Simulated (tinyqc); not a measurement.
Depolarisation shift: optical transitions of a finite quantum well.

Each carrier sees a square well of width L with its own depth V and masses m (inside), mb (outside); c = hbar^2/2m0, k = sqrt(m E/c), kappa = sqrt(mb (V - E)/c), and level n solves k L + 2 atan[(k/m)/(kappa/mb)] = n pi. The envelope is cos(kz) for odd n and sin(kz) for even n inside, joins exp(-kappa (|z| - L/2)) outside, and is normalised to 1. Excitons and band mixing are left out.

Constants: hbar^2/2m0 = 3.80998211 eV angstrom^2; e^2/(4 pi eps0) = 14.39964547 eV angstrom.

Values chosen for the exercise (near those of a GaAs well in AlGaAs; not measured data):
- L = 100 angstrom (well width)
- Vc = 0.162 eV (conduction offset)
- me = 0.0689 m0 (electron, well)
- meb = 0.0836 m0 (electron, barrier)
- eps = 11.6 (background dielectric constant)
- Nss = (0.05, 0.12, 0.25, 0.5, 0.75, 1, 1.5) x 1e12/cm^2 (sheet densities)

The collective line lies at E12 sqrt(1 + a), a = 8 pi q (n1 - n2) S/(eps E12), q = e^2/(4 pi eps0), S = integral over z of (integral up to z of psi_1 psi_2)^2. Zero temperature with the mass me in both subbands: n1 - n2 = Ns until Ns reaches D E12, D = me/(2 pi c), and D E12 beyond. 1e12/cm^2 = 1e-4/angstrom^2; exchange and the static band bending by the charge are left out.

Line position:
```
Ns (1e12/cm^2)  n1 - n2       a  line (meV)  shift (meV)
0.050             0.050  0.0161       77.22         0.61
0.12              0.120  0.0386       78.07         1.46
0.25              0.250  0.0804       79.63         3.02
0.50              0.500  0.1608       82.54         5.93
0.75              0.750  0.2412       85.35         8.74
1.0               1.000  0.3216       88.07        11.46
1.5               1.500  0.4824       93.28        16.67
```

S = 7.898 angstrom
E12 = 76.61 meV

The upward shift grows from 0.61 to 16.67 meV, 21.8 % of E12 at most. For small a the shift is a E12/2, linear in Ns; in the last row that rule gives 18.48 meV. S/L = 0.0790, against 5/(9 pi^2) = 0.0563 for hard walls.

Computed by tinyqc, a small Python program: `OMP_NUM_THREADS=1 python tinyqc.py 1280511 1280512 out.jsonl` (the numbers bound the seed that draws the inputs); one thread of a shared host (Intel(R) Xeon(R) Processor @ 2.30GHz), about 0.07 s for the whole set of steps.
